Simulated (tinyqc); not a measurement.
A clean chain and dephasing by Buettiker voltage probes: one step of the calculation.

Sites 1 to 6 form a chain with hopping -t. Lead L joins site 1 and lead R site 6, both semi-infinite chains with hopping -t and site energy 0. Every site carries a probe with self-energy -i Gamma_p/2 that draws no net current. Linear response at zero temperature: mu_L = 1, mu_R = 0 in units of the bias.

Task. Green function. Sigma = t^2 g(E), g(x) = (x - i sqrt(4 t^2 - x^2))/(2 t^2) for |x| < 2 t and (x - sign(x) sqrt(x^2 - 4 t^2))/(2 t^2) otherwise; Gamma = -2 Im Sigma; G = (E - H - Sigma_L - Sigma_R + i Gamma_p/2)^(-1).

Parameters, values chosen for the exercise:
- t = 1 eV (hopping (matrix element -t))
- U = [0, 0, 0, 0, 0, 0] eV (site energies 1 to N)
- E = -0.8 eV (Fermi energy)
- gp = 0.78 eV (probe broadening Gamma_p)

Wanted: Sigma; Gamma; G.

Result.

Sigma = -0.4000-0.9165i eV
Gamma = 1.833 eV

G (1/eV):

|  | 1 | 2 | 3 | 4 | 5 | 6 |
|---|---|---|---|---|---|---|
| 1 | -0.0147-0.4855i | 0.3599-0.1750i | 0.2344+0.2051i | -0.0924+0.2477i | -0.2117+0.0290i | -0.0657-0.1419i |
| 2 | 0.3599-0.1750i | -0.0846-0.5401i | 0.3618-0.2241i | 0.2866+0.2197i | -0.0468+0.2882i | -0.2117+0.0290i |
| 3 | 0.2344+0.2051i | 0.3618-0.2241i | -0.0324-0.5255i | 0.4074-0.1837i | 0.2866+0.2197i | -0.0924+0.2477i |
| 4 | -0.0924+0.2477i | 0.2866+0.2197i | 0.4074-0.1837i | -0.0324-0.5255i | 0.3618-0.2241i | 0.2344+0.2051i |
| 5 | -0.2117+0.0290i | -0.0468+0.2882i | 0.2866+0.2197i | 0.3618-0.2241i | -0.0846-0.5401i | 0.3599-0.1750i |
| 6 | -0.0657-0.1419i | -0.2117+0.0290i | -0.0924+0.2477i | 0.2344+0.2051i | 0.3599-0.1750i | -0.0147-0.4855i |

Program tinyqc, `OMP_NUM_THREADS=1 python tinyqc.py 2700103 2700104 out.jsonl`; Intel Xeon 2.30GHz, shared host, one thread, about 0.01 s.
